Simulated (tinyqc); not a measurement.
Worked calculation: current of a Schottky diode by thermionic-emission-diffusion theory, and its read-back from I-V-T and C-V data. Computed by tinyqc, a small Python program that keeps every step. Command: `OMP_NUM_THREADS=1 python tinyqc.py 3027574 3027575 out.jsonl schottky walk`. One thread of a shared host (Intel(R) Xeon(R) Processor @ 2.30GHz), about 0.01 s of CPU time with the checks. Intermediate numbers are printed to about 6 digits and carried at full precision; extremes and crossings named in words are read from the listed rows.

Full ionisation, no tunnelling, no recombination current. V is the voltage across the junction itself, forward positive.

Inputs (values chosen for the exercise, modelled on n-type GaN):
```
quantity                                     value           unit
Richardson constant A*                        25.9   A/(cm^2 K^2)
effective density of states at 300 K, N_c  2.2e+18         1/cm^3
permittivity eps                               9.7              -
mobility mu                                    930     cm^2/(V s)
barrier without image force phi_0 (mean)      1.09             eV
doping N                                     6e+15         1/cm^3
series resistance R_s                         0.21  milliohm cm^2
junction voltage V                            0.55              V
temperature T                                  250              K
standard deviation sigma                        30            meV
relative change of sigma^2 with bias, rho     0.29            1/V
```

Barrier: Gaussian spread of heights.

Constants: k_B = 8.617333262e-05 eV/K; e = 1.602176634e-19 C; eps_0 = 8.8541878128e-12 F/m.

## Barrier at the given bias

N_c(T) = N_c (T/300 K)^(3/2); V_bi = phi_0 - (k_B T/e) ln(N_c(T)/N); surface field F = sqrt(2 e N (V_bi - V - k_B T/e)/(eps eps_0)); image lowering d_phi = sqrt(e F/(4 pi eps eps_0)); effective barrier phi = phi_0 - d_phi - sigma^2 (1 - rho V)/(2 k_B T).

built-in voltage V_bi = 0.968690 V

surface field F = 29.8168 kV/cm

image lowering = 21.0388 meV

effective barrier phi = 1.05140 eV

## Current

Collection velocity v_R = A* T^2/(e N_c(T)); diffusion velocity v_D = mu F; J = e N_c(T) v_R/(1 + v_R/v_D) exp(-phi/k_B T) [exp(e V/k_B T) - 1]. Terminal voltage V + J R_s.

v_R = 6.03696e+06 cm/s

v_D = 2.77296e+07 cm/s

current density J = 1.03696e-04 A/cm^2

terminal voltage = 0.550000 V

v_D/v_R = 4.59: both steps matter.

## Read-back from the I-V curve

Ideality n = (e/k_B T)/(d ln J/dV) by a central difference of +/- 1 mV; J_0 = J exp(-e V/(n k_B T)); apparent barrier phi_IV = k_B T ln(A* T^2/J_0); a C-V plot gives phi_CV = phi_0, the mean without lowering.

ideality factor n = 1.02475

extrapolated J_0 = 1.57043e-15 A/cm^2

apparent barrier phi_IV = 1.04237 eV

phi_CV - phi_IV = 47.6346 meV

n exceeds 1 because forward bias lowers the field, which weakens the image lowering and v_D, and narrows the spread of barriers.

## Temperature series and Richardson plot

A least-squares line of ln(J_0/T^2) against 1/(k_B T) gives a barrier (minus the slope) and a Richardson constant (exp of the intercept).

At the same junction voltage:
```
T (K)  1/k_B T (1/eV)        n  J_0 (A/cm^2)  phi_IV (eV)  ln(J_0/T^2)
200           58.0226  1.02371   7.75253e-21      1.03679     -56.9029
250           46.4181  1.02475   1.57043e-15      1.04237     -45.1304
300           38.6817  1.02713   6.22975e-12      1.04606     -37.2093
350           33.1558  1.03095   2.53333e-09      1.04850     -31.5096
400           29.0113  1.03666   2.45416e-07      1.04985     -27.2032
450           25.7878  1.04515   9.13604e-06      1.04995     -23.8218
```

barrier from the Richardson plot = 1.02589 eV

Richardson constant from the plot = 12.7684 A/(cm^2 K^2)

From 200 to 450 K n goes from 1.024 to 1.045 and phi_IV from 1.037 to 1.050 eV. The plot returns 1.026 eV against phi_0 = 1.09 and a constant 0.493 times the true A*: a spread of barriers lets cold carriers pick the low patches, which bends the plot and lowers both numbers.

## Forward curve with series resistance

Terminal voltage V + J R_s; apparent ideality from neighbouring rows, (e/k_B T) dV_terminal/d ln J.

Forward curve; the last column belongs to the interval up to the next row:
```
V (V)   J (A/cm^2)  terminal voltage (V)  apparent n
0.231  5.14750e-11              0.231000     1.01761
0.321  3.12263e-09              0.321000     1.01922
0.411  1.88200e-07              0.411000     1.02143
0.501  1.12428e-05              0.501000     1.02465
0.591  6.63064e-04              0.591000     1.02990
0.681  3.83135e-02              0.681008     1.04463
0.771  2.13127e+00              0.771448     1.32745
0.861  1.07540e+02              0.883583           -
```

The resistance takes over where J R_s exceeds k_B T/e, at J = 103 A/cm^2; the apparent ideality climbs from 1.02 to 1.33, so barrier and n must be read below that current.

Checks made by the program: v_D = mu F against the drift-diffusion integral over the parabolic barrier, a ratio 2 y Dawson(y) with y^2 = (V_bi - V)/(k_B T/e) - 1 (relative difference 3e-02).
